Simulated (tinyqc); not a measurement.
Electron-beam lithography: double-Gaussian proximity function, edge placement and dose correction for parallel lines: one step, computed by the program tinyqc.

Lines are infinitely long. Absorbed energy is counted so that the middle of a very large area written at dose 1 receives 1; the resist develops where it exceeds 1/2.

Task: Interaction matrix. f(r) = [exp(-r^2/alpha^2)/alpha^2 + eta exp(-r^2/beta^2)/beta^2]/(pi (1 + eta)). A line from a to b at dose d gives E(x) = d [S(alpha) + eta S(beta)]/(1 + eta), S(s) = [erf((b - x)/s) - erf((a - x)/s)]/2. M_ij is the mean of E at the two edges of line i from line j at dose 1.

Inputs (values chosen for the exercise, of the order of those for 30 keV electrons in resist on silicon): forward range alpha = 0.016 micrometre; backscatter range beta = 4.4 micrometre; backscatter ratio eta = 0.99.

Lines (micrometre):
```
line  left edge  right edge  centre
1          0.00       0.100   0.050
2          0.25       0.350   0.300
3          0.46       0.490   0.475
4          0.79       0.826   0.808
```

Give: M.

Result:

M:
```
         1        2        3        4
1  0.25763  0.00636  0.00190  0.00223
2  0.00636  0.25763  0.00191  0.00227
3  0.00632  0.00637  0.25116  0.00228
4  0.00619  0.00629  0.00190  0.25319
```
